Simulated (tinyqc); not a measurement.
Thickness, silicon consumed, volume change, sheet resistance: thermodynamics of metal silicides: hull, first phase, silicon consumed, nucleation and stability against SiO2. Computed by tinyqc, a small Python program. Command: `OMP_NUM_THREADS=1 python tinyqc.py 3001482 3001483 out.jsonl silphase walk`. One thread of a shared host (Intel(R) Xeon(R) Processor @ 2.30GHz), about 0.01 s of CPU time with the checks.

Entropies of formation of the solids are neglected, so heats stand for free energies. Si fractions: M2Si 0.3333, MSi 0.5000, MSi2 0.6667.

Inputs (values chosen for the exercise, for a model metal): molar volume of M = 9.09 cm^3/mol; molar volume of Si = 12.06 cm^3/mol; metal thickness t = 14 nm.

Phases: M2Si, MSi, MSi2.

volumes of the three phases per mole of M (cm^3/mol): 13  18  28.4

resistivities of the three phases (microohm cm): 40  22  26

Method. Per phase M_a Si_b, for ample silicon (not limited to t_Si): silicide thickness = t V/V_M; silicon consumed = t (b/a) V_Si/V_M; net volume change = V/(V_M + (b/a) V_Si) - 1; the top surface lies (silicide thickness - silicon consumed) above the old interface; sheet resistance = resistivity/thickness.

Films:

| phase | thickness (nm) | Si consumed (nm) | volume change (%) | top above old interface (nm) | sheet resistance (ohm) |
|---|---|---|---|---|---|
| M2Si | 20.022 | 9.287 | -14.021 | 10.735 | 19.978 |
| MSi | 27.723 | 18.574 | -14.894 | 9.149 | 7.936 |
| MSi2 | 43.740 | 37.149 | -14.484 | 6.592 | 5.944 |

silicon consumed by MSi = 18.574 nm

sheet resistance of MSi = 7.9357 ohm

What follows from these numbers?

For a given sheet resistance the silicon consumed goes as resistivity x (b/a)/V: M2Si 1.54, MSi 1.22, MSi2 1.83. It is least for MSi, which matters on shallow junctions and thin silicon. All three reactions shrink the total volume.

Extremes, crossings and ranges named in words are read from the listed rows.
